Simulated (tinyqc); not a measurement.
Floating body of a partially depleted SOI transistor: body voltage and kink: one step of the calculation.

Source at 0 V. Channel current Ic = 2 nf K Vt^2 [F(0) - F(Vd)](1 + la Vd), F(V) = ln^2(1 + exp((Vg - VT - nf V)/(2 nf Vt))), VT = VT0 - gb Vb. Saturation voltage Vs = 2 Vt sqrt(F(0)) + 3 Vt, excess Ve = (Vd - Vs + sqrt((Vd - Vs)^2 + 0.0004 V^2))/2, multiplication M1 = Ai Ve exp(-Bl/Ve). Each junction passes D(v) = J1 (exp(v/Vt) - 1) + J2 (exp(v/(2 Vt)) - 1). Bipolar current Ib = bb J1 (exp(Vb/Vt) - 1). The body settles where M1 (Ic + Ib) = D(Vb) + D(Vb - Vd) + Vb/Rb; drain current Id = (1 + M1)(Ic + Ib) - D(Vb - Vd).

Task. Drain current with floating and with grounded body. Id and VT at the converged Vb, Id at Vb = 0, their ratio, and the bipolar share Ib/(Ic + Ib).

Values chosen for this exercise; values of the order met in partially depleted silicon-on-insulator transistors:

| symbol | value | unit | meaning |
|---|---|---|---|
| T | 358 | K | temperature |
| VT0 | 0.42 | V | threshold at zero body voltage |
| gb | 0.27 |  | fall of the threshold per volt of body voltage |
| nf | 1.17 |  | slope factor |
| K | 580 | uA/(V^2 um) | gain factor per width |
| la | 0.09 | 1/V | channel-length modulation factor |
| Ai | 1.28 | 1/V | impact-ionisation prefactor |
| Bl | 6.3 | V | impact-ionisation voltage |
| J1 | 4.2e-10 | uA/um | diffusion saturation current of each junction |
| J2 | 1.1e-7 | uA/um | recombination saturation current of each junction |
| bb | 3 |  | gain of the lateral bipolar transistor on the diffusion current |
| Rb | 1e9 | kohm um | resistance of a weak body tie to the source (1e9 stands for no tie, and the term is then dropped) |
| Vg | 0.8 | V | gate voltage |
| Vd | 2.3 | V | drain voltage |

Constants: q = 1.602176634e-19 C, kB = 1.380649e-23 J/K, Vt = kB T/q. Results are converted to the units shown.

converged Vb = 0.72442543 V

Wanted: VT; Id, floating; Id, grounded; ratio; bipolar share.

Result.

VT = 0.22441 V
Id, floating = 125.65 uA/um
Id, grounded = 46.956 uA/um
ratio = 2.6760
bipolar share = 16.709 %

The body rises to 0.724 V and lowers the threshold by 196 mV.

Range of the model: The multiplication law is an empirical form chosen for the exercise; self-heating and capacitive coupling to the body are left out, and the linear laws are rough once Vb passes about 0.7 V or M1 about 0.1.

Program tinyqc, `OMP_NUM_THREADS=1 python tinyqc.py 2182119 2182120 out.jsonl`; Intel Xeon 2.30GHz, shared host, one thread, about 0.2 s.
